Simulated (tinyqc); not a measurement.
Ion implantation: universal nuclear stopping, Lindhard-Scharff electronic stopping and a Gaussian range profile. Changing the ion energy E. Computed by tinyqc, a small Python program. Command: `OMP_NUM_THREADS=1 python tinyqc.py 3024285 3024286 out.jsonl implant sweep`. One thread of a shared host (Intel(R) Xeon(R) Processor @ 2.30GHz), about 0.2 s of CPU time with the checks.

An ion slows by elastic collisions with screened nuclei and by friction with electrons; channelling is ignored and the target is uniform.

Inputs (values chosen for the exercise, modelled on silicon ions in silicon):
```
quantity                                 value    unit
ion atomic number Z1                        14       -
ion mass M1                                 28       u
target atomic number Z2                     14       -
target mass M2                           28.09       u
target density N                         49.94  1/nm^3
scale factor of electronic stopping k        1       -
dose Q                                 1.3e+12  1/cm^2
background C_B                         4.9e+15  1/cm^3
displacement energy E_d                     15      eV
```

Method:
- Reduced energy eps = 32.53 M2 E/(Z1 Z2 (M1 + M2)(Z1^0.23 + Z2^0.23)), E in keV; s_n = ln(1 + 1.1383 eps)/(2 (eps + 0.01321 eps^0.21226 + 0.19593 eps^0.5)) for eps up to 30 and ln(eps)/(2 eps) above; S_n = 8.462 Z1 Z2 M1 s_n/((M1 + M2)(Z1^0.23 + Z2^0.23)) in 1e-15 eV cm^2.
- S_e = k 3.83 Z1^(7/6) Z2/(Z1^(2/3) + Z2^(2/3))^(3/2) sqrt(E/M1) in 1e-15 eV cm^2, E in keV.
- Path length R = int_0^E dE'/(N (S_n + S_e)); energy lost to nuclei nu = int_0^E S_n/(S_n + S_e) dE' (both with E' = E y^3 and 64 Gauss-Legendre points in y).
- Estimates of Lindhard type: R_p = R/(1 + M2/(3 M1)), straggle dR_p = (2/3) R_p sqrt(M1 M2)/(M1 + M2).
- C(x) = C_p exp(-(x - R_p)^2/(2 dR_p^2)) with C_p = Q/(sqrt(2 pi) dR_p), 1 nm = 1e-7 cm; the profile falls to the background at x_j = R_p + dR_p sqrt(2 ln(C_p/C_B)); the peak atomic fraction is C_p/N.
- Kinchin-Pease count with efficiency 0.8: N_d = 0.8 nu/(2 E_d), taking all of nu as damage energy (an upper estimate, as recoils also lose energy to electrons). Spread over a depth R_p + dR_p, displacements per atom = Q N_d/(N (R_p + dR_p)).

One run for each value; columns: (1) ion energy E (keV); (2) projected range R_p (nm); (3) peak concentration C_p (1/cm^3); (4) energy lost to nuclei nu (keV); (5) depth x_j where C falls to C_B (nm); (6) displacements per atom:
```
(1)     (2)         (3)     (4)     (5)        (6)
2      7.49  2.0780e+18    1.80   16.17  0.0012510
4     11.46  1.3573e+18    3.55   24.28  0.0016107
8     18.29  8.5071e+17    6.93   37.87  0.0019733
16    30.54  5.0952e+17   13.37   61.56  0.0022796
32    53.49  2.9090e+17   25.23  104.44  0.0024557
63    96.55  1.6115e+17   45.28  181.61  0.0024419
130  186.90  8.3244e+16   79.59  335.19  0.0022171
250  338.22  4.6002e+16  122.81  576.82  0.0018903
500  612.70  2.5394e+16  177.72  983.17  0.0015101
```

Over the rows, projected range R_p (nm) rises from 7.49 to 613 (exponent d ln y / d ln x 0.61 between the first rows and 0.86 between the last); peak concentration C_p (1/cm^3) falls from 2.08e18 to 2.54e16 (exponent d ln y / d ln x -0.61 between the first rows and -0.86 between the last); energy lost to nuclei nu (keV) rises from 1.80 to 178 (exponent d ln y / d ln x 0.98 between the first rows and 0.53 between the last). The share of energy given to nuclei falls from 0.90 to 0.36 as electronic stopping grows. C_p is inverse to the straggle, which these estimates tie to R_p.

Caution (rows 250, 500): the estimates of R_p and dR_p assume mainly nuclear stopping and an ion not much lighter than the target; here they are rough, and for light ions in heavy targets the straggle can be low by a factor of two or more.

Extremes, crossings and ranges named in words are read from the listed rows.
